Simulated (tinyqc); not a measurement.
k.p values derived from sp3s* tight binding at Gamma: one step. Valence parameters L, M, N and the Luttinger values. Five cases, with inputs chosen for the exercise.

Question. Direct terms d0 = -(a/4)^2 pa pc Vxx, dN = -2 (a/4)^2 pa pc Vxy for P-. F = sum P^2/(E(P-) - E(s)) over S+, S-, s*a, s*c. The y state of P- couples to the z state of P+ through Q = (a/4) Vxy (pa p'c - pc p'a), primes for P+, and H1 = Q^2/(E(P-) - E(P+)). L = d0 + F, M = d0 + H1, N = dN + F + H1; g1 = -(L + 2M)/(3c), g2 = -(L - M)/(6c), g3 = -N/(6c).

At Gamma the states are two-level mixtures: s-like S+ (upper) and S- (lower) from [[Esa, Vss], [Vss, Esc]], p-like P- (valence) and P+ from [[Epa, Vxx], [Vxx, Epc]], and the bare s* levels. With real k in 1/angstrom and kz = 0, the phase sums over the four bonds are g0 = 1 - (a k/4)^2/2, g1 = i a kx/4, g3 = -(a/4)^2 kx ky to second order. Each mixture is written (anion, cation) with the anion part positive. c = hbar^2/2m0. No spin-orbit coupling.

Constants: hbar^2/2m0 = 3.80998211 eV angstrom^2.

Give: d0, dN, F, Q, H1 (eV angstrom^2; Q in eV angstrom); L, M, N; g1, g2, g3.

Case 1.

Values chosen (out of a larger set: near a published set for AlAs, fitted to gaps, whose masses and valley positions are rough; not measured data): a = 5.666 angstrom (lattice constant); Vxx = 1.893 eV (px-px); Vxy = 4.247 eV (px-py).

States:
```
state      E (eV)  anion part  cation part
S-     -11.805289   0.8444231    0.5356768
P-      -0.002017   0.8853609   -0.4649044
S+       3.097289   0.5356768   -0.8444231
P+       4.597017   0.4649044    0.8853609
```

Couplings:
```
pair       P (eV angstrom)  E(first) - E(second) (eV)
S+ to P-         -7.618650                   3.099306
S+ to P+          0.420027                  -1.499728
S- to P-          0.810494                 -11.803272
s*a to P-        -2.984490                   7.415017
s*c to P-         6.293143                   6.641017
```

Answer.

d0, dN, F, Q, H1 (eV angstrom^2; Q in eV angstrom): 1.5634  7.0150  -25.8371  6.0159  -7.8692

L, M, N (eV angstrom^2): -24.274  -6.306  -26.691

g1, g2, g3: 3.227  0.786  1.168

Along [100] the masses without spin-orbit coupling are c/|L| = 0.157 (one band) and c/|M| = 0.604 (two bands).

Case 2.

Values chosen (out of a larger set: near a published set for GaP, fitted to gaps, whose masses and valley positions are rough; not measured data): a = 5.451 angstrom (lattice constant); Vxx = 2.143 eV (px-px); Vxy = 5.157 eV (px-py).

States:
```
state      E (eV)  anion part  cation part
S-     -13.207696   0.8264502    0.5630099
P-       0.012552   0.8868629   -0.4620327
S+       2.921696   0.5630099   -0.8264502
P+       5.242448   0.4620327    0.8868629
```

Couplings:
```
pair       P (eV angstrom)  E(first) - E(second) (eV)
S+ to P-         -7.822835                   2.909144
S+ to P+         -0.358080                  -2.320751
S- to P-          2.055528                 -13.220249
s*a to P-        -2.936618                   8.507448
s*c to P-         6.137131                   7.167448
```

Answer.

d0, dN, F, Q, H1 (eV angstrom^2; Q in eV angstrom): 1.6307  7.8485  -26.9850  7.0277  -9.4435

L, M, N (eV angstrom^2): -25.354  -7.813  -28.580

g1, g2, g3: 3.585  0.767  1.250

Along [100] the masses without spin-orbit coupling are c/|L| = 0.150 (one band) and c/|M| = 0.488 (two bands).

Case 3.

Values chosen (out of a larger set: near a published set for SiC, fitted to gaps, whose masses and valley positions are rough; not measured data): a = 4.357 angstrom (lattice constant); Vxx = 3.077 eV (px-px); Vxy = 5.99 eV (px-py).

States:
```
state      E (eV)  anion part  cation part
S-     -19.336210   0.7565156    0.6539756
P-      -0.010429   0.8184152   -0.5746273
S+       5.907210   0.6539756   -0.7565156
P+       6.532429   0.5746273    0.8184152
```

Couplings:
```
pair       P (eV angstrom)  E(first) - E(second) (eV)
S+ to P-        -10.133813                   5.917640
S+ to P+          1.139635                  -0.625219
S- to P-          0.913543                 -19.325781
s*a to P-        -5.387231                   9.740429
s*c to P-         3.895675                   9.331429
```

Answer.

d0, dN, F, Q, H1 (eV angstrom^2; Q in eV angstrom): 1.7169  6.6845  -21.9167  6.5246  -6.5064

L, M, N (eV angstrom^2): -20.200  -4.790  -21.739

g1, g2, g3: 2.605  0.674  0.951

Along [100] the masses without spin-orbit coupling are c/|L| = 0.189 (one band) and c/|M| = 0.795 (two bands).

Case 4.

Values chosen (out of a larger set: near a published set for InP, fitted to gaps, whose masses and valley positions are rough; not measured data): a = 5.874 angstrom (lattice constant); Vxx = 1.898 eV (px-px); Vxy = 4.195 eV (px-py).

States:
```
state      E (eV)  anion part  cation part
S-     -11.466482   0.8798397    0.4752705
P-      -0.007628   0.9062025   -0.4228441
S+       1.418482   0.4752705   -0.8798397
P+       4.945628   0.4228441    0.9062025
```

Couplings:
```
pair       P (eV angstrom)  E(first) - E(second) (eV)
S+ to P-         -7.160997                   1.426109
S+ to P+         -1.636232                  -3.527146
S- to P-          2.305687                 -11.458854
s*a to P-        -2.137298                   8.254628
s*c to P-         5.993735                   7.063628
```

Answer.

d0, dN, F, Q, H1 (eV angstrom^2; Q in eV angstrom): 1.5684  6.9329  -41.1332  6.1604  -7.6616

L, M, N (eV angstrom^2): -39.565  -6.093  -41.862

g1, g2, g3: 4.528  1.464  1.831

Along [100] the masses without spin-orbit coupling are c/|L| = 0.096 (one band) and c/|M| = 0.625 (two bands).

Case 5.

Values chosen (out of a larger set: near a published set for GaP, fitted to gaps, whose masses and valley positions are rough; not measured data): a = 5.449 angstrom (lattice constant); Vxx = 2.165 eV (px-px); Vxy = 5.115 eV (px-py).

States:
```
state      E (eV)  anion part  cation part
S-     -13.134582   0.8267746    0.5625333
P-      -0.016923   0.8839995   -0.4674878
S+       2.879582   0.5625333   -0.8267746
P+       5.221923   0.4674878    0.8839995
```

Couplings:
```
pair       P (eV angstrom)  E(first) - E(second) (eV)
S+ to P-         -7.854544                   2.896505
S+ to P+         -0.474751                  -2.342341
S- to P-          2.075189                 -13.117659
s*a to P-        -2.938995                   8.523923
s*c to P-         6.119888                   7.187923
```

Answer.

d0, dN, F, Q, H1 (eV angstrom^2; Q in eV angstrom): 1.6603  7.8453  -27.1950  6.9679  -9.2676

L, M, N (eV angstrom^2): -25.535  -7.607  -28.617

g1, g2, g3: 3.565  0.784  1.252

Along [100] the masses without spin-orbit coupling are c/|L| = 0.149 (one band) and c/|M| = 0.501 (two bands).

Computed by tinyqc, one run a case: `OMP_NUM_THREADS=1 python tinyqc.py N N+1 out.jsonl` with N = 1451025, 1451330, 1451508, 1451637, 1452154; one thread of a shared Intel(R) Xeon(R) Processor @ 2.30GHz, about 0.01 s a run at most.
